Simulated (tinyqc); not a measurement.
Worked calculation: LDA (VWN5) atom on a uniform radial grid, spin-unpolarised, for He. Computed by tinyqc, a small Python program that keeps every step. Settings: Z = 2, points = 256, R = 8.9, functional = lda,vwn, mixing = 0.2, iteration cap = 55. Command: `OMP_NUM_THREADS=1 python tinyqc.py 26233 26234 out.jsonl` (the two numbers bound the seeds that draw the settings). One thread of a shared host (Intel(R) Xeon(R) Processor @ 2.60GHz), about 0.6 s of CPU time with the checks. Later iterations appear only in the table of the cycle.

## Iteration 1

Spherical atom on a uniform radial grid r_j = j h with h = R/(N + 1), h sum u^2 = 1 and integrals as h times sums, u(0) = u(R) = 0 (atomic units):
```
parameter           value
Z                       2
points N              256
R                8.900000
h                0.034630
mixing           0.200000
electrons in 1s         2
```

Three-point differences turn -u''/2 + [l(l+1)/2r^2 - Z/r + V] u = e u into a tridiagonal matrix (diagonal 1/h^2 + potential, off-diagonal -1/2h^2). D = sum f u^2; the Hartree potential y/r solves y'' = -D/r with y(0) = 0, y(R) = N_e; v_xc comes from rho = D/(4 pi r^2); E = sum f e - int D V + int D (V_H/2 + eps_xc); V(new) = V + mixing (V_H + v_xc - V).

eigenvalues (hartree): 1s -1.997607

Every 16th grid point:
```
r             V in     u(1s)         D       V_H       v_xc
0.554086  0.000000  1.034531  2.140509  2.779632  -0.884044
1.108171  0.000000  0.683730  0.934975  1.735669  -0.443685
1.662257  0.000000  0.338912  0.229723  1.196421  -0.225978
2.216342  0.000000  0.149327  0.044597  0.901692  -0.116334
2.770428  0.000000  0.061682  0.007609  0.721837  -0.060065
3.324514  0.000000  0.024460  0.001197  0.601584  -0.030837
3.878599  0.000000  0.009430  0.000178  0.515649  -0.015649
4.432685  0.000000  0.003561  0.000025  0.451194  -0.007836
4.986770  0.000000  0.001324  3.51e-06  0.401061  -0.003876
5.540856  0.000000  0.000486  4.73e-07  0.360955  -0.001898
6.094942  0.000000  0.000177  6.24e-08  0.328141  -0.000923
6.649027  0.000000  0.000064  8.11e-09  0.300796  -0.000446
7.203113  0.000000  0.000023  1.04e-09  0.277658  -0.000215
7.757198  0.000000  0.000008  1.28e-10  0.257825  -0.000102
8.311284  0.000000  2.56e-06  1.31e-11  0.240637  -0.000046
8.865370  0.000000  1.24e-07         0  0.225597   0.000000
```

total energy = -2.68998416 hartree

## Iteration 2

As before.

eigenvalues (hartree): 1s -1.657403

Every 16th grid point:
```
r             V in     u(1s)         D       V_H       v_xc
0.554086  0.379118  1.012395  2.049889  2.716768  -0.872092
1.108171  0.258397  0.700743  0.982081  1.721599  -0.450451
1.662257  0.194088  0.369178  0.272584  1.193896  -0.237958
2.216342  0.157072  0.174210  0.060698  0.901285  -0.127550
2.770428  0.132354  0.077444  0.011995  0.721775  -0.068819
3.324514  0.114149  0.033168  0.002200  0.601575  -0.037079
3.878599  0.100000  0.013849  0.000384  0.515648  -0.019833
4.432685  0.088672  0.005678  0.000064  0.451194  -0.010503
4.986770  0.079437  0.002295  0.000011  0.401061  -0.005507
5.540856  0.071811  0.000918  1.69e-06  0.360955  -0.002863
6.094942  0.065444  0.000364  2.65e-07  0.328141  -0.001478
6.649027  0.060070  0.000143  4.10e-08  0.300796  -0.000760
7.203113  0.055489  0.000056  6.24e-09  0.277658  -0.000388
7.757198  0.051545  0.000021  9.12e-10  0.257825  -0.000196
8.311284  0.048118  0.000007  1.07e-10  0.240637  -0.000092
8.865370  0.045119  3.66e-07         0  0.225597   0.000000
```

total energy = -2.74263207 hartree

## Iteration 3

As before.

eigenvalues (hartree): 1s -1.398511

Every 16th grid point:
```
r             V in     u(1s)         D       V_H       v_xc
0.554086  0.672229  0.992770  1.971184  2.662119  -0.861419
1.108171  0.460947  0.712494  1.015295  1.708096  -0.455090
1.662257  0.346458  0.394102  0.310633  1.191167  -0.247546
2.216342  0.280404  0.196548  0.077262  0.900784  -0.137086
2.770428  0.236475  0.092731  0.017198  0.721688  -0.076635
3.324514  0.204219  0.042279  0.003575  0.601560  -0.042922
3.878599  0.179163  0.018839  0.000710  0.515646  -0.023947
4.432685  0.159075  0.008257  0.000136  0.451193  -0.013267
4.986770  0.142661  0.003575  0.000026  0.401061  -0.007292
5.540856  0.129068  0.001533  4.70e-06  0.360955  -0.003980
6.094942  0.117687  0.000652  8.51e-07  0.328141  -0.002159
6.649027  0.108063  0.000276  1.52e-07  0.300796  -0.001166
7.203113  0.099845  0.000116  2.67e-08  0.277658  -0.000626
7.757198  0.092761  0.000047  4.47e-09  0.257825  -0.000332
8.311284  0.086603  0.000017  5.87e-10  0.240637  -0.000162
8.865370  0.081215  8.76e-07         0  0.225597  -0.000010
```

total energy = -2.77693825 hartree

## Convergence

Stop when input and output potentials agree to 1e-7.

Course of the cycle (hartree):
```
iteration            E      e(1s)  largest |V(out) - V(in)|
1          -2.68998416  -1.997607                  2.35e+00
2          -2.74263207  -1.657403                  1.78e+00
3          -2.77693825  -1.398511                  1.34e+00
4          -2.79864498  -1.201615                  1.01e+00
5          -2.81199645  -1.051908                  7.53e-01
6          -2.81999530  -0.938076                  5.62e-01
7          -2.82467542  -0.851487                  4.18e-01
8          -2.82735833  -0.785574                  3.12e-01
9          -2.82887049  -0.735348                  2.33e-01
10         -2.82971147  -0.697025                  1.74e-01
11         -2.83017458  -0.667738                  1.31e-01
...                ...        ...                       ...
45         -2.83073354  -0.569275                  3.76e-05
46         -2.83073354  -0.569269                  2.99e-05
47         -2.83073354  -0.569264                  2.38e-05
48         -2.83073354  -0.569260                  1.90e-05
49         -2.83073354  -0.569257                  1.51e-05
50         -2.83073354  -0.569255                  1.20e-05
51         -2.83073354  -0.569253                  9.59e-06
52         -2.83073354  -0.569251                  7.63e-06
53         -2.83073354  -0.569250                  6.08e-06
54         -2.83073354  -0.569249                  4.84e-06
55         -2.83073354  -0.569248                  3.86e-06
```

Not converged within 55 iterations: the residual falls steadily but slowly, by a factor of about 0.80 a step. Reruns (cap 100 unless said): mixing 0.3: converged in 45; mixing 0.6: converged in 18; the original settings with a cap of 400: converged in 72. Even converged, this uniform grid resolves the cusp poorly and misses the energy of the atom.
